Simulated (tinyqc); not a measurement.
Schottky barrier on an n-type semiconductor with a doping step, non-linear Poisson equation by Newton steps: Capacitance-voltage profiling.

One dimension, metal at x = 0, donor density C(x) = N1 for x < x1 and Nd beyond. Energies are counted from the electron Fermi level of the semiconductor and the conduction-band edge is Ec = -psi, so n = Nc exp(psi/Vt); holes follow the Fermi level of the metal, at -V, so p = Nv exp((V - psi - Eg)/Vt). Ends: psi(0) = V - phiB and psi = Vt ln(Nd/Nc) deep inside. Boltzmann statistics, full ionisation, no current, no image force in the Poisson equation.

The Poisson equation d/dx(eps0 eps_r dpsi/dx) = -q (p - n + C) is solved on a mesh of about 1000 nodes or more that ends in neutral material. C_s = q d/dV of the integral of n over x, from the linearised equation. Probed depth w = eps0 eps_r/C_s; apparent doping N_app = C_s^3/(q eps0 eps_r dC_s/dV), the derivative by central differences over +/- 0.02 V.

Parameters, values chosen for the exercise; band and dielectric values close to those of silicon:

| symbol | value | unit | meaning |
|---|---|---|---|
| T | 273 | K | temperature |
| Eg | 1.13 | eV | band gap |
| eps_r | 11.6 |  | relative permittivity |
| Nc | 2.46e19 | cm^-3 | conduction-band density of states at T |
| Nv | 2.27e19 | cm^-3 | valence-band density of states at T |
| Nd | 7.4e17 | cm^-3 | donor density deep in the semiconductor |
| phiB | 0.69 | eV | barrier height |
| x1 | 39 | nm | depth of the doping step |
| N1 | 7.4e16 | cm^-3 | donor density above the step |

Constants: q = 1.602176634e-19 C, kB = 1.380649e-23 J/K, Vt = kB T/q, eps0 = 8.8541878128e-14 F/cm where lengths are in cm. Results are converted to the units shown.

The same in every row: true C(w) (cm^-3) = 7.40e17.

Result of one run:
```
C_s (nF/cm^2)  w (nm)  N_app (cm^-3)  |E_0| (kV/cm)
132              77.6        7.40e17            490
```

Which bias of the metal against the semiconductor V gave this result: 0, -0.3, -2.1 or -2.7 V?

V = -2.1 V.

The whole series:
```
V (V)  C_s (nF/cm^2)  w (nm)  N_app (cm^-3)  |E_0| (kV/cm)
0                211    48.7        7.02e17            158
-0.3             191    53.9        7.39e17            217
-0.6             176    58.5        7.40e17            270
-0.9             164    62.8        7.40e17            319
-1.2             154    66.8        7.40e17            366
-1.5             146    70.6        7.40e17            409
-1.8             138    74.2        7.40e17            451
-2.1             132    77.6        7.40e17            490
-2.4             127    80.9        7.40e17            528
-2.7             122    84.0        7.40e17            565
-3               118    87.1        7.40e17            600
```

C_s falls from 211 to 118 nF/cm^2 while the probed depth goes from 48.7 to 87.1 nm. The apparent doping rises from 7.02e17 to 7.40e17 cm^-3. It departs most from the true doping at that depth for V = 0 V, where it is 5.1 % below it; the method senses the electrons at the edge of the depleted layer, which are smeared over a few Debye lengths (LD = 4.5 nm at Nd), so it cannot follow a doping that changes on that scale.

Numbers from tinyqc (`OMP_NUM_THREADS=1 python tinyqc.py 2020140 2020141 out.jsonl`; about 0.1 s on one thread of a shared Intel Xeon 2.30GHz).
